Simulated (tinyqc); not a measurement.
p-type polysilicon, carrier trapping at grain boundaries: effect of the grain size.

One-dimensional grains of size Lg, uniform ionised doping N, monovalent traps Qt at each boundary at a depth Et below (for electrons) or above (for holes) the band edge there, abrupt depletion of width W on each side of a boundary, Boltzmann statistics. xi is the distance from the band edge at the grain centre to the Fermi level. Trapped charge Qt/(1 + exp((xi + VB - Et)/Vt)) = 2 N W, barrier VB = q N W^2/(2 eps0 eps_r).

If the trap equation with xi = Vt ln(NB/N) has a root W < Lg/2, the grain is partly depleted; otherwise W = Lg/2 and the trap equation gives xi = Et - VB + Vt ln(Qt/(N Lg) - 1). N* = Qt/Lg. n0 = NB exp(-xi/Vt); mean density n0 (1 - 2 W/Lg) by charge balance in a partly depleted grain, and n0 (sqrt(pi)/2) erf(u)/u with u = sqrt(VB/Vt) in a fully depleted one; v = sqrt(kB T/(2 pi ms m0)); barrier resistivity Vt exp(VB/Vt)/(q fe n0 v Lg); grain resistivity (1 - 2 W/Lg)/(q n0 mug); effective mobility 1/(q mean density total resistivity). Rows with xi above 0.45 V, towards mid-gap, are left out, since the other carrier type is ignored.

Inputs (values chosen for the exercise); values of the order met in polycrystalline silicon:
```
symbol,value,unit,meaning
T,250,K,temperature
eps_r,11.7,,relative permittivity
NB,2.02e19,cm^-3,valence-band density of states at T
Qt,1.2e12,cm^-2,trap density of a grain boundary
Et,0.35,eV,depth of the trap level from the majority band edge at the boundary
ms,0.46,m0,mass for thermionic emission
fe,0.25,,correction factor of the emission rate
mug,160,cm^2/(V s),mobility inside the grains
N,1.5e18,cm^-3,doping
```

Constants: q = 1.602176634e-19 C, kB = 1.380649e-23 J/K, m0 = 9.1093837015e-31 kg, Vt = kB T/q, eps0 = 8.8541878128e-14 F/cm where lengths are in cm. Results are converted to the units shown.

The same in every row: VB (V) = 0.01856; xi (V) = 0.05602.

Results:
```
Lg (nm)	N/N*	depleted share 2 W/Lg	mean density (cm^-3)	resistivity (ohm cm)	effective mobility (cm^2/(V s))
10	1.250	0.8000	3.000e17	0.2396	86.84
31	3.875	0.2581	1.113e18	0.09490	59.10
53	6.625	0.1509	1.274e18	0.06630	73.92
94	11.75	0.08511	1.372e18	0.04873	93.34
160	20.00	0.05000	1.425e18	0.03935	111.3
290	36.25	0.02759	1.459e18	0.03337	128.2
500	62.50	0.01600	1.476e18	0.03028	139.7
```

Estimate the missing row, Lg = 17 nm.

Computed row:
```
Lg (nm)	N/N*	depleted share 2 W/Lg	mean density (cm^-3)	resistivity (ohm cm)	effective mobility (cm^2/(V s))
17	2.125	0.4706	7.941e17	0.1516	51.83
```

With this row back in the table: As Lg goes from 10 to 500, VB stays at 0.0186 V, the resistivity falls from 0.240 to 0.0303 ohm cm and the effective mobility goes from 86.8 through a minimum of 51.8 (at Lg = 17 among the rows listed) to 140 cm^2/(V s). In every row VB is below Vt, where abrupt depletion and thermionic emission are rough. For Lg = 10, 17 the grain is near the changeover between partial and full depletion, within a few Debye lengths, where both limits are rough.

Computed by the program tinyqc: `OMP_NUM_THREADS=1 python tinyqc.py 2830238 2830239 out.jsonl`, one thread of a shared Intel Xeon 2.30GHz, about 0.01 s for the whole run.
